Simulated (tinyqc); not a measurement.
The mobility curve: inversion-layer mobility, back-scattering and ballistic limit of a field-effect transistor. Computed by tinyqc, a small Python program. Command: `OMP_NUM_THREADS=1 python tinyqc.py 3010656 3010657 out.jsonl mos walk`. One thread of a shared host (Intel(R) Xeon(R) Processor @ 2.30GHz), about 0.01 s of CPU time with the checks.

The charge at the top of the source barrier is fixed by the gate; series resistance and short-channel effects are left out. F_j are Fermi integrals normalised to exp(eta) in the classical limit.

Inputs (values chosen for the exercise, modelled on a strained silicon n-channel):
```
quantity,value,unit
weight w of the inversion charge,0.5,-
permittivity eps,11.7,-
"phonon mobility at 1 MV/cm and 300 K, mu_ph",580,cm^2/(V s)
"roughness mobility at 1 MV/cm, mu_sr",2100,cm^2/(V s)
"Coulomb mobility at N_inv = 1e12/cm^2, mu_C",1300,cm^2/(V s)
electrical oxide thickness t_inv,1.1,nm
depletion charge N_dep,4.8e+11,1/cm^2
temperature T,400,K
```

Statistics at the top of the barrier: non-degenerate.

Constants: eps_0 = 8.8541878128e-12 F/m; e = 1.602176634e-19 C.

Method. N_inv = 3.9 eps_0 (V_G - V_T)/(e t_inv); effective field E_eff = e (N_dep + w N_inv)/(eps eps_0). mu_phonon = mu_ph (E_eff/1 MV/cm)^(-0.3) (T/300 K)^(-1.75); mu_rough = mu_sr (E_eff/1 MV/cm)^(-2); mu_Coulomb = mu_C (N_inv/1e12 cm^-2) (T/300 K); Matthiessen's rule adds 1/mu.

Mobilities (cm^2/(V s)):
```
V_G - V_T (V),N_inv (1/cm^2),E_eff (MV/cm),phonon,roughness,Coulomb,total
0.03,5.8780e+11,0.1197,662.78,1.4659e+05,1019,400.46
0.06,1.1756e+12,0.1651,601.76,7.6999e+04,2038,461.78
0.12,2.3512e+12,0.2561,527.58,3.2030e+04,4075,460.39
0.20,3.9187e+12,0.3773,469.67,1.4754e+04,6792,426.59
0.35,6.8577e+12,0.6045,407.72,5.7461e+03,11887,368.89
0.50,9.7967e+12,0.8318,370.49,3.0351e+03,16981,323.89
0.75,1.4695e+13,1.2106,331.04,1.4329e+03,25471,266.11
1.00,1.9593e+13,1.5894,305.08,8.3130e+02,33962,221.72
1.50,2.9390e+13,2.3470,271.41,3.8125e+02,50943,158.05
```

What follows from these numbers?

The lowest part is phonon from 0.0300 to 1.50 V. The total peaks at 462 near E_eff = 0.17 MV/cm: screening lifts it at low density and the field presses it down at high density.

Extremes, crossings and ranges named in words are read from the listed rows.
